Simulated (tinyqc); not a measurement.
# Electron density from the centroid

Problem. In the Fang-Howard model the centroid is 3/b with b^3 = 6 (mz1/C) q (Nd + 11 Ns/32)/(eps0 eps_r), C = hbar^2/(2 m0), the field in eV/nm. Find b and Ns.

Values chosen for this exercise; masses and permittivity close to those of In0.53Ga0.47As:
```
symbol,value,unit,meaning
eps_r,14.2,,relative permittivity
mz1,0.0408,m0,mass along z of valley set A (1 valley(s))
Nd,3.1e11,cm^-2,sheet density of depletion charge
```

Constants: q = 1.602176634e-19 C, hbar = 1.054571817e-34 J s, m0 = 9.1093837015e-31 kg, eps0 = 8.8541878128e-14 F/cm where lengths are in cm, hbar^2/(2 m0) = 0.0380998212 eV nm^2. Results are converted to the units shown.

centroid = 7.3644397 nm

Answer. b = 3/centroid gives Nd + 11 Ns/32, from which the depletion charge is taken off.

b = 0.4074 1/nm
Ns = 1.500e12 cm^-2

tinyqc, about 0.5 s, one thread, Intel Xeon 2.30GHz (shared host): `OMP_NUM_THREADS=1 python tinyqc.py 2160061 2160062 out.jsonl`
